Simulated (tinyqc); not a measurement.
## Contact transmission and back-scattering length from two lengths

Problem. A channel with M modes has R = RQ (2/tc - 1 + L/lam), RQ = (h/2q^2)/M. Find lam and tc.

Constants: q = 1.602176634e-19 C, h = 6.62607015e-34 J s. Results are converted to the units shown.

R at L = 2.6 and 21 nm (ohm um): [436.37999, 1465.7892]
M = 44.364101 1/um

Answer. The slope is RQ/lam and the intercept RQ (2/tc - 1).

lam = 5.20 nm
tc = 1.00

Computed by the program tinyqc: `OMP_NUM_THREADS=1 python tinyqc.py 2760014 2760015 out.jsonl`, one thread of a shared Intel Xeon 2.30GHz, about 0.01 s for the whole run.
